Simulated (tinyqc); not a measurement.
Strain dependence: valley-orbit splitting of a donor ground state, with strain. Computed by tinyqc, a small Python program. Command: `OMP_NUM_THREADS=1 python tinyqc.py 3014379 3014380 out.jsonl valleyorbit walk`. One thread of a shared host (Intel(R) Xeon(R) Processor @ 2.30GHz), about 0.01 s of CPU time with the checks.

The basis is the 1s envelope in each valley; energies are counted from the unstrained conduction-band edge. The strain is e_s (a a^T - 1/3) for the unit stress axis a, so valley j along n_j moves by Xi_u e_s w_j with w_j = (n_j.a)^2 - 1/3: +1/3 for [111] and [-1-11], -1/3 for the others.

Inputs (values chosen for the exercise, modelled on donors in germanium): single-valley binding energy E_0 = 9.55 meV; central-cell shift Lambda = 1.1 meV; coupling Delta_1 = 0.63 meV; shear deformation potential Xi_u = 16.7 eV; shear strain e_s = 0.0011.

Valleys: four along <111>. Stress axis: [110].

Method:
- By symmetry: E(A1) = E_0 + Lambda + 3 Delta_1 (one state), E(T2) = E_0 + Lambda - Delta_1 (three), as binding energies.
- H_jj = -(E_0 + Lambda) + Xi_u e_s w_j; H_jk = -Delta_1 between any two valleys.
- The contact hyperfine ratio is A/A_0 = (sum_j c_j)^2/(number of valleys), c_j the valley amplitudes of the ground state; binding from the lowest valley edge.

E(A1) = 12.54 meV

Against strain:
```
e_s       Xi_u e_s (w_max - w_min) (meV)  binding (meV)  gap to next level (meV)    A/A_0
-0.00880                         -97.973         11.296                   1.2762  0.51286
-0.00330                         -36.740         11.323                   1.3032  0.53421
-0.00110                         -12.247         11.408                   1.3883  0.60077
-0.00033                          -3.674         11.671                   1.6506  0.78282
0.00033                            3.674         11.671                   1.6506  0.78282
0.00110                           12.247         11.408                   1.3883  0.60077
0.00330                           36.740         11.323                   1.3032  0.53421
0.00880                           97.973         11.296                   1.2762  0.51286
```

What does the comparison show, and why?

A/A_0 falls for either sign of strain, to 0.513 and 0.513 at the ends; its limits are the shares of the valleys that end up lowest, 2/4 under compression and 2/4 under tension. Near zero strain A/A_0 changes in second order, the binding in first. The binding energy drops from 12.54 meV to 11.30 and 11.30 meV, since fewer valleys share the valley-orbit gain.

Extremes, crossings and ranges named in words are read from the listed rows.
